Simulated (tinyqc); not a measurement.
Convergence with the basis: effective-mass impurity with a central-cell term, in a basis of Slater functions. Computed by tinyqc, a small Python program. Command: `OMP_NUM_THREADS=1 python tinyqc.py 3025183 3025184 out.jsonl centralcell walk`. One thread of a shared host (Intel(R) Xeon(R) Processor @ 2.30GHz), about 0.01 s of CPU time with the checks.

The envelope obeys H = -nabla^2 - (2/r) [Z + A exp(-kappa r)] in effective units, with kappa = a*/lambda; positive A deepens the well near the core.

Inputs (values chosen for the exercise, with mass and screening modelled on GaAs):
```
quantity,value,unit
effective mass m,0.0664,m_0
dielectric constant eps,12.4,-
charge Z of the core,1,-
central-cell strength A,23,-
central-cell range lambda,2.3,angstrom
smallest exponent zeta_1,0.53,1/a*
ratio beta of exponents,3.1,-
```

Impurity: donor, one isotropic band.

Constants: Ry = 13.605693123 eV; a_0 = 0.529177210903 angstrom.

Method:
- Units: Ry* = Ry m/eps^2 and a* = a_0 eps/m, with m in m_0.
- kappa = a*/lambda; the hydrogenic ground state is bound by Z^2 Ry*.
- For s functions exp(-zeta r), with s = zeta_i + zeta_j: S = 2/s^3, T = zeta_i zeta_j S, V = -2 Z/s^2, W = -2 A/(s + kappa)^2; each function is normalised by dividing by sqrt(S_ii S_jj).
- Large basis: zeta_i = 0.06 x 1.6^(i-1), i = 1..22, same formulas; for p functions r exp(-zeta r): S = 24/s^5, T = zeta_i zeta_j S (centrifugal term included), V = -12 Z/s^4, W = -12 A/(s + kappa)^4; overlap eigenvalues below 1e-11 are dropped.
- Binding energies are -E Ry*; the effective quantum number is nu = Z/sqrt(-E); |psi(0)|^2 is given relative to the hydrogenic Z^3/(pi a*^3).
- zeta_i = zeta_1 beta^(i-1), i = 1..n.
- The error is the lowest level above the large-basis value.

kappa = 42.9662 1/a*

Ry* = 5.87551 meV

1s binding energy = 7.89679 meV

Error of the 1s level:
```
n,error (meV),largest exponent (1/a*)
1,3.2361,5.3000e-01
2,1.4328,1.6430e+00
3,1.3400,5.0933e+00
4,0.3582,1.5789e+01
5,0.1134,4.8947e+01
6,0.1134,1.5173e+02
7,0.1134,4.7038e+02
8,0.1134,1.4582e+03
```

What does the comparison show, and why?

The error falls from 3.24 to 0.113 meV. The last function changes it by less than 5 %: it has levelled off, and what remains is set by beta and zeta_1, not by the range of exponents. Caution: the density at the core is many times hydrogenic, so the result hangs on the model potential inside one cell, where the envelope picture is weak.

Extremes, crossings and ranges named in words are read from the listed rows.
